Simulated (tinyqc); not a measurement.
# Well width from the intersubband spacing

Question. In an empty well of width L and depth Vb, level k solves kw L/2 = (k - 1) pi/2 + arctan(sqrt((mw/mb)(Vb - E)/E)) with kw = sqrt(mw E/C), C = hbar^2/(2 m0). Find L, E1 and E2 from the spacing.

Parameters, values chosen for the exercise; material values close to those of GaAs in AlGaAs:
```
symbol   value  unit                       meaning
mw       0.069    m0      mass along z in the well
mb      0.0921    m0  mass along z in the barriers
Vb       0.249    eV                barrier height
```

Constants: q = 1.602176634e-19 C, hbar = 1.054571817e-34 J s, m0 = 9.1093837015e-31 kg, hbar^2/(2 m0) = 0.0380998212 eV nm^2. Results are converted to the units shown.

E2 - E1 = 126.71076 meV

Solution. Both levels are solved for trial widths until their difference matches. A second level is bound only for L above 4.68 nm, and over that range one width gives this spacing.

L = 7.52 nm
E1 = 45.0 meV
E2 = 172 meV

tinyqc, about 0.1 s, one thread, Intel Xeon 2.30GHz (shared host): `OMP_NUM_THREADS=1 python tinyqc.py 2140067 2140068 out.jsonl`
